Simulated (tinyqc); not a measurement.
## The weight eta from points of equal mobility

Question. If the mobility depends on E = q (Ndep + eta Ns)/(eps0 eps_r) alone, two points of equal mobility on its falling branch have equal E. Find eta and E.

Parameters, values chosen for the exercise: relative permittivity of the semiconductor eps_r = 11.7.

Constants: q = 1.602176634e-19 C, eps0 = 8.8541878128e-14 F/cm where lengths are in cm. Results are converted to the units shown.

Ndep at two body biases (cm^-2): 4.8359463e12  7.6355650e12
Ns at which the mobility is the same (cm^-2): 2.1e13  1.1346143e13

Answer. eta is the ratio of the differences of Ndep and Ns.

eta = 0.290
E = 1.69 MV/cm

Numbers from tinyqc (`OMP_NUM_THREADS=1 python tinyqc.py 2510083 2510084 out.jsonl`; about 0.01 s on one thread of a shared Intel Xeon 2.30GHz).
